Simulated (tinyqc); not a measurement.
# Worked calculation: tunnelling through a gate dielectric, WKB transmission and Tsu-Esaki current

Program tinyqc, `OMP_NUM_THREADS=1 python tinyqc.py 2540026 2540027 out.jsonl`; Intel Xeon 2.30GHz, shared host, one thread, about 0.02 s. Printed values are rounded.

Electrons leave the emitter at x = 0. Energies E (motion across the layers) are in eV from the emitter Fermi level; the collector Fermi level lies at -V and offers states at every E. No charge in the dielectric and no image force: F1 = V/t1, U = phi1 - F1 x. With C = hbar^2/(2 m0), kappa = sqrt(m (U - E)/C) where U > E and 0 elsewhere; T(E) = exp(-S), S = 2 times the integral of kappa over x.

Inputs (values chosen for the exercise); dielectric values close to those of silicon dioxide:
```
symbol  value  unit                                                        meaning
T         350     K                                                    temperature
Ef        3.7    eV              Fermi energy of the emitter above its band bottom
me          1    m0                            emitter mass in the supply function
phi1     3.22    eV  barrier of layer 1 above the emitter Fermi level at zero bias
m1        0.5    m0                                     tunnelling mass of layer 1
t1        2.5    nm                                           thickness of layer 1
V         1.5     V                                  voltage across the dielectric
E        0.04    eV                                energy of the electron followed
nc          8                                                  cells in each layer
Ea       -1.2    eV                                   lower end of the energy grid
Eb       0.33    eV                                   upper end of the energy grid
nE          9                                            points of the energy grid
```

Constants: q = 1.602176634e-19 C, kB = 1.380649e-23 J/K, hbar = 1.054571817e-34 J s, m0 = 9.1093837015e-31 kg, Vt = kB T/q, hbar^2/(2 m0) = 0.0380998212 eV nm^2. Results are converted to the units shown.

## Fields and band edges

F1 = V/t1, U = phi1 - F1 x.

F1 = 6 MV/cm
U at x = t1 = 1.72 eV

## WKB exponent by the midpoint rule

Cut each layer into nc equal cells, take U and kappa at the cell centres, and sum S = 2 sum kappa h.

```
cell   x (nm)   U (eV)  kappa (1/nm)
0     0.15625  3.12625       6.36413
1     0.46875  2.93875       6.16778
2     0.78125  2.75125       5.96497
3     1.09375  2.56375       5.75502
4     1.40625  2.37625       5.53711
5     1.71875  2.18875       5.31027
6     2.03125  2.00125       5.07329
7     2.34375  1.81375       4.82469
```

S = 28.1233
T(E) = 6.11237e-13

## WKB exponent in closed form

Each layer adds (2/F) sqrt(m/C) [G(u at its left edge) - G(u at its right edge)] to S, with u = U - E (0 where negative) and G(u) = (2/3) u^1.5. The slope follows from 1/d = -dS/dE.

S = 28.1214
T(E) = 6.12376e-13
energy d over which T(E) grows by a factor e = 0.17001 eV

The midpoint rule gives S = 28.123, so its T(E) is 0.19 % below this value. The band edge stays above E through the whole stack: direct tunnelling through a trapezoid.

## Current density on a coarse energy grid

J = J0 times the integral of T(E) N(E) dE, N = ln[(1 + exp(-E/Vt))/(1 + exp((-E - V)/Vt))], J0 = q^2 me m0 kB T/(2 pi^2 hbar^3) (times 1e-4 for A/cm^2 per eV), by Simpson's rule on nE equally spaced points from Ea to Eb.

```
point    E (eV)         T(E)           N       T(E) N
0      -1.20000  9.04720e-16     39.7869  3.59960e-14
1      -1.00875  2.27333e-15     33.4459  7.60336e-14
2      -0.81750  5.86467e-15     27.1048  1.58961e-13
3      -0.62625  1.55710e-14     20.7638  3.23313e-13
4      -0.43500  4.26695e-14     14.4228  6.15412e-13
5      -0.24375  1.21090e-13     8.08203  9.78656e-13
6      -0.05250  3.57306e-13     1.90229  6.79700e-13
7       0.13875  1.10163e-12  0.00999804  1.10141e-14
8       0.33000  3.57040e-12  1.77095e-5  6.32299e-17
```

J0 = 4.88093e8 A/(cm^2 eV)
J = 2.64494e-4 A/cm^2

The integrand peaks at E = -0.244 eV among these points. A converged quadrature from -Ef to above the barrier gives 2.685e-4 A/cm^2; this grid is 1.5 % below that.
